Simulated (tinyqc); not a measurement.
Inside a calculation. Method: Hubbard ring of 3 sites. One step of it, computed by the program tinyqc.

Question. Mean-field iteration 3. H(up) = T + U n(down), H(down) = T + U n(up); fill the lowest levels; n(new) = n + mixing (n(out) - n); E = tr T (rho up + rho down) + U sum n_up n_down of the output.

one-body matrix (hopping and site energies) (eV), lower triangle:
```
,1,2,3
1,-0.760000
2,-1.280000,0.670000
3,-1.280000,-1.280000,0.030000
```

U = 7.000000 eV

electrons, up and down: 2  1

mixing = 1

n(up) after iteration 2: 1 0.977954, 2 0.050101, 3 0.971945

n(down) after iteration 2: 1 0.067430, 2 0.877392, 3 0.055177

Give: levels, up; levels, down; energy; n(up) after iteration 3; n(down) after iteration 3.

Answer.

levels, up (eV): -1.6448  1.3828  7.2020

levels, down (eV): 0.3409  5.7942  7.8049

energy = -1.0658 eV

n(up) after iteration 3: 1 0.9804, 2 0.0446, 3 0.9750

n(down) after iteration 3: 1 0.0682, 2 0.8761, 3 0.0557
